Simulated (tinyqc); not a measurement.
Worked calculation: X-ray photoelectron analysis of a thin oxide on a semiconductor: attenuation lengths, thickness, angle series and band offsets. Computed by tinyqc, a small Python program that keeps every step. Command: `OMP_NUM_THREADS=1 python tinyqc.py 3110460 3110461 out.jsonl xps walk`. One thread of a shared host (Intel(R) Xeon(R) Processor @ 2.30GHz), about 0.01 s of CPU time with the checks. Intermediate numbers are printed to about 7 digits and carried at full precision; extremes and crossings named in words are read from the listed rows.

The same element is seen in the oxide and in the substrate, at nearly the same kinetic energy; films are flat and uniform, and the work function is ignored.

Inputs (values chosen for the exercise, modelled on SiO2 on silicon):

| quantity | value | unit |
|---|---|---|
| photon energy | 1486.6 | eV |
| binding energy of the core level | 99.4 | eV |
| oxide density | 2.2 | g/cm^3 |
| oxide formula mass | 60.08 | g/mol |
| valence electrons per oxide formula | 16 | - |
| oxide gap | 9.07 | eV |
| substrate density | 2.33 | g/cm^3 |
| substrate formula mass | 28.09 | g/mol |
| valence electrons per substrate formula | 4 | - |
| substrate gap | 1.12 | eV |
| oxide thickness d | 2 | nm |
| emission angle from the normal | 55 | degrees |
| attenuation length over inelastic mean free path | 0.88 | - |
| carbon overlayer | 0.52 | nm |
| counts in the two peaks together | 300000 | - |
| valence band offset used to make the data | 4.66 | eV |
| core level less valence band top, substrate | 98.73 | eV |
| core level less valence band top, thick oxide | 98.27 | eV |
| field in the oxide | 0.9 | MV/cm |

## Inelastic mean free paths

TPP-2M: lambda = E/(E_p^2 [b ln(c E) - C/E + D/E^2]) in angstrom, E_p = 28.8 sqrt(N_v rho/M), b = -0.10 + 0.944/sqrt(E_p^2 + E_g^2) + 0.069 rho^0.1, c = 0.191/sqrt(rho), U = N_v rho/M, C = 1.97 - 0.91 U, D = 53.4 - 20.8 U, with E = photon energy less binding energy in eV. Attenuation length L = factor x lambda.

kinetic energy E = 1387.2 eV

Terms:

| layer | E_p (eV) | b | c | lambda (nm) |
|---|---|---|---|---|
| oxide | 22.04443 | 0.01426221 | 0.1287722 | 3.913597 |
| substrate | 16.58917 | 0.03186580 | 0.1251283 | 3.089761 |

L in the oxide = 3.443965 nm

L in the substrate = 2.718989 nm

## Peak ratio

R_0 = (rho_o/M_o) L_o/((rho_s/M_s) L_s); peak ratio R = I_ox/I_sub = R_0 [exp(d/(L_o cos theta)) - 1]; hence d = L_o cos theta ln(1 + R/R_0). A carbon layer weakens both peaks alike, by exp(-d_C/(L_o cos theta)) if its L is taken equal to L_o. This R_0 leaves out intrinsic losses from the substrate peak, so calibrated values can be larger.

R_0 = 0.5591648

d/(L_o cos theta) = 1.012465

ratio R = 0.9798675

oxide share of the counts = 0.4949157

attenuation by carbon = 0.7685568

depth 3 L_o cos theta = 5.926131 nm

## Error budget of the thickness

With x = d/(L_o cos theta): d ln d/d ln R = (1 - exp(-x))/x = -d ln d/d ln R_0; counting error of R = 1/sqrt(N f (1 - f)), f the oxide share, which times the sensitivity gives that of d; an angle error adds tan(theta) d theta; d is proportional to L_o at fixed R_0. Assumed errors: 5 % in R_0, 1 degree, 5 % in L_o.

sensitivity to R = 0.6288393

counting error of d = 0.2296315 %

R_0 = 3.144196 %

angle = 2.492588 %

L_o = 5 %

The attenuation length is the largest of these terms.

## Angle series: uniform film or islands?

Islands: half of the surface carries 2 d and half none, R = R_0 (1/2)(1 - t)/(1/2 + t/2) with t = exp(-2 d/(L_o cos theta)); the apparent thickness is read with the uniform formula.

Against the angle:

| theta (degrees) | R, uniform | R, islands | apparent d, islands (nm) |
|---|---|---|---|
| 0 | 0.440250 | 0.2925510 | 1.449251 |
| 20 | 0.478201 | 0.3073902 | 1.417749 |
| 35 | 0.576961 | 0.3410955 | 1.343535 |
| 45 | 0.712033 | 0.3778616 | 1.257240 |
| 55 | 0.979867 | 0.4287561 | 1.124303 |
| 65 | 1.650418 | 0.4918562 | 0.918516 |
| 75 | 4.713004 | 0.5467250 | 0.607876 |

A uniform film gives d = 2 nm at every angle. The island film of the same volume reads 1.45 nm at normal emission and 0.608 nm at 75 degrees; its ratio cannot pass R_0, since the bare half always shows the substrate.

## Band offsets by core levels

Valence band offset = (E_core - E_v)(substrate) - (E_core - E_v)(oxide) + (core level separation at the interface, oxide less substrate). The separation is made here from the given offset; a uniform field F that raises the binding energy towards the surface shifts the oxide peak by e F <z>, <z> = d/(1 - exp(-x)) - d/x, x = d/(L_o cos theta), being the mean distance from the interface. Conduction band offset = oxide gap - substrate gap - valence band offset.

separation without field = 4.2 eV

<z> = 1.165930 nm

separation with field = 4.304934 eV

apparent valence band offset = 4.764934 eV

true conduction band offset = 3.29 eV

apparent conduction band offset = 3.185066 eV

The field biases both offsets by 0.10 eV, in opposite directions.

Checks made by the program: thickness recovered (relative difference below 1e-10).
